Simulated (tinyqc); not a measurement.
Interdiffusion of a quantum well during annealing: blurred potential and shift of the confined levels. Changing the well width w. Computed by tinyqc, a small Python program. Command: `OMP_NUM_THREADS=1 python tinyqc.py 3013471 3013472 out.jsonl qwi sweep`. One thread of a shared host (Intel(R) Xeon(R) Processor @ 2.30GHz), about 0.07 s of CPU time with the checks.

A square well of width w is blurred by Fick diffusion with a constant coefficient; band offsets are linear in composition, masses are uniform, and strain and excitons are ignored.

Inputs (values chosen for the exercise, modelled on GaAs in AlGaAs):
```
quantity,value,unit
electron mass m_e,0.0651,m_0
hole mass m_h,0.394,m_0
conduction offset V_c,0.22,eV
valence offset V_v,0.13,eV
prefactor D0,190,cm^2/s
activation energy E,3.74,eV
anneal temperature T,850,C
anneal time t,46,s
```

Constants: k_B = 8.617333262e-05 eV/K; hbar^2/(2 m_0) = 3.80998212 eV angstrom^2.

Method:
- D = D0 exp(-E/(k_B T)); L = sqrt(D t); share of well material at the centre erf(w/(4L)); 1 nm = 1e-7 cm.
- Temperatures in kelvin are T(C) + 273.15.
- With L = sqrt(D t) and the share at the centre erf(w/(4L)). After the anneal: V(z) = V {1 - (1/2)[erf((w/2 - z)/(2L)) + erf((w/2 + z)/(2L))]}, energies counted from the original well bottom. Finite differences on 3000 points over |z| < w/2 + 6L + 25 nm; shifts are taken against the same grid with cell-averaged square steps.
- Rise of the bottom = V (1 - share at the centre). Overlap = |<electron|hole>|^2.

One run for each value:
```
well width w (nm),blue shift of the transition (meV),shift of the electron level (meV),shift of the hole level (meV),share at the centre
3.3,135.740,67.012,68.728,0.24121
5.1,155.813,85.455,70.358,0.36491
6.9,151.409,87.462,63.948,0.47917
8.8,135.780,81.097,54.682,0.58714
11.0,113.276,69.527,43.749,0.69397
12.0,102.963,63.859,39.104,0.73585
14.0,83.582,52.834,30.748,0.80734
16.0,66.679,42.909,23.770,0.86347
```

Over the rows, blue shift of the transition (meV) goes from 136 through a maximum among these rows, 156 at 5.10, to 66.7; shift of the electron level (meV) goes from 67.0 through a maximum among these rows, 87.5 at 6.90, to 42.9; shift of the hole level (meV) goes from 68.7 through a maximum among these rows, 70.4 at 5.10, to 23.8. A wide well keeps its centre and its states away from the edges; a very thin one has levels already near the barrier, with little room to move. Left out: 1.50 (no blur, or the well has dissolved).

Extremes, crossings and ranges named in words are read from the listed rows.
